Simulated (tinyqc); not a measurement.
What moves the exposure: standing waves and exposure in a photoresist film.

Normal incidence from air. Unexposed resist: N1 = n1 + i k1 with k1 = (A + B) lam/(4 pi), lam in micrometres. r01 = (1 - N1)/(1 + N1), t01 = 2/(1 + N1). Substrate Ns = ns + i ks: r12 = (N1 - Ns)/(N1 + Ns). With p = exp(2 pi i N1 d/lam), the field at depth z is E(z) = t01 [exp(2 pi i N1 z/lam) + r12 p^2 exp(-2 pi i N1 z/lam)]/(1 + r01 r12 p^2), the relative intensity I(z) = n1 |E(z)|^2 and the reflectance R = |(r01 + r12 p^2)/(1 + r01 r12 p^2)|^2.

Values chosen for the exercise (a resist on W, indices near tabulated ones; the results hold for these values, not for the real material):
- lam = 365 nm (vacuum wavelength)
- n1 = 1.694 (resist index)
- A = 0.47 1/micrometre (bleachable absorption (Dill A))
- B = 0.07 1/micrometre (fixed absorption (Dill B))
- d = 819 nm (resist thickness)
- ns = 3.435 (substrate n)
- ks = 2.356 (substrate k)

The mean of I is over 800 depths.

Results for these values:
```
case  |r12|^2       R  mean I  I at the bottom
base   0.2665  0.1091  0.9608           0.2298
```

What happens to each result for ns = 3.779, all else kept?

Answer: |r12|^2 rises from 0.2665 to 0.2761; R falls from 0.1091 to 0.1026; mean I rises from 0.9608 to 0.9764; I at the bottom falls from 0.2298 to 0.2087.

The same for each parameter in turn:
```
case                   |r12|^2       R  mean I  I at the bottom
base                    0.2665  0.1091  0.9608           0.2298
d = 829 nm              0.2665  0.1913  0.8684           0.2071
n1 = 1.711              0.2632  0.1805  0.8813           0.2141
B = 0.27 1/micrometre   0.2654  0.0861  0.8619           0.1931
ks = 2.12               0.2417  0.0998  0.9461           0.2376
ns = 3.779              0.2761  0.1026  0.9764           0.2087
```

Run: tinyqc, `OMP_NUM_THREADS=1 python tinyqc.py 1680157 1680158 out.jsonl`; Intel(R) Xeon(R) Processor @ 2.30GHz, one thread, shared host; about 0.01 s of CPU time with all checks.
